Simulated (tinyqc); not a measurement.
## p-n diode with diffusion and depletion-layer recombination: effect of the donor density

Abrupt junction in the depletion approximation, low injection, full ionisation, neutral widths fixed, ohmic contact on the p side. Vj is the junction voltage; where a series resistance Rs is given, V = Vj + J Rs is the terminal voltage.

ni = sqrt(Nc Nv) exp(-Eg/(2 Vt)), Eg in volts; D = mu Vt; Ln = sqrt(Dn tn), Lp = sqrt(Dp tp); J0n = q ni^2 Dn coth(wp/Ln)/(Ln Na); J0p = (q ni^2 Dp/(Lp Nd)) (s + tanh(wn/Lp))/(1 + s tanh(wn/Lp)), s = Sp Lp/Dp. J_diff = (J0n + J0p)(exp(Vj/Vt) - 1). Vbi = Vt ln(Na Nd/ni^2), W = sqrt(2 eps0 eps_r (Vbi - Vj)(1/Na + 1/Nd)/q), xp = W Nd/(Na + Nd), xn = W Na/(Na + Nd); u(x) = q Na (x + xp)^2/(2 eps0 eps_r) for x < 0 and Vbi - Vj - q Nd (xn - x)^2/(2 eps0 eps_r) for x > 0; p = Na exp(-u/Vt), n = Nd exp((u - Vbi + Vj)/Vt); U = ni^2 (exp(Vj/Vt) - 1)/(tp (n + ni exp(Et/Vt)) + tn (p + ni exp(-Et/Vt))); J_scr = q times the integral of U from -xp to xn. J = J_diff + J_scr.

Parameters, values chosen for the exercise; band and dielectric values close to those of silicon:

| symbol | value | unit | meaning |
|---|---|---|---|
| T | 293 | K | temperature |
| Eg | 1.14 | eV | band gap |
| eps_r | 11.5 |  | relative permittivity |
| Nc | 2.75e19 | cm^-3 | conduction-band density of states at T |
| Nv | 2.54e19 | cm^-3 | valence-band density of states at T |
| Na | 3.8e17 | cm^-3 | acceptor density |
| mun | 370 | cm^2/(V s) | electron mobility in the p side |
| mup | 430 | cm^2/(V s) | hole mobility in the n side |
| tn | 3e-8 | s | electron lifetime |
| tp | 1e-7 | s | hole lifetime |
| wp | 0.22 | um | neutral width of the p side |
| wn | 2.2 | um | neutral width of the n side |
| Sp | 2000 | cm/s | recombination velocity at the n contact |
| Et | 0 | eV | trap level above the intrinsic level |
| Vj | 0.39 | V | junction voltage at which recombination is evaluated |

Constants: q = 1.602176634e-19 C, kB = 1.380649e-23 J/K, Vt = kB T/q, eps0 = 8.8541878128e-14 F/cm where lengths are in cm. Results are converted to the units shown.

The same in every row: J0n (A/cm^2) = 3.081e-12; wn/Lp = 0.2111.

Effect of the donor density:
```
Nd (cm^-3),J0p (A/cm^2),J_diff (A/cm^2),J_scr (A/cm^2),J_scr/J (%)
1e15,1.104e-11,7.214e-5,1.753e-4,70.84
4.2e15,2.629e-12,2.917e-5,7.456e-5,71.88
1.8e16,6.135e-13,1.887e-5,3.234e-5,63.15
7.4e16,1.492e-13,1.650e-5,1.465e-5,47.04
3.1e17,3.562e-14,1.592e-5,6.891e-6,30.21
1.3e18,8.495e-15,1.578e-5,6.318e-6,28.59
5.5e18,2.008e-15,1.575e-5,6.318e-6,28.63
```

As Nd goes from 1e15 to 5.5e18, J0p falls from 1.10e-11 to 2.01e-15 A/cm^2, J_scr falls from 1.75e-4 to 6.32e-6 A/cm^2 and its share moves up and down between 28.6 and 71.9 %. J0p goes as Nd^(-1.00) at the start and Nd^(-1.00) at the end.

Computed by the program tinyqc: `OMP_NUM_THREADS=1 python tinyqc.py 2260037 2260038 out.jsonl`, one thread of a shared Intel Xeon 2.30GHz, about 0.01 s for the whole run.
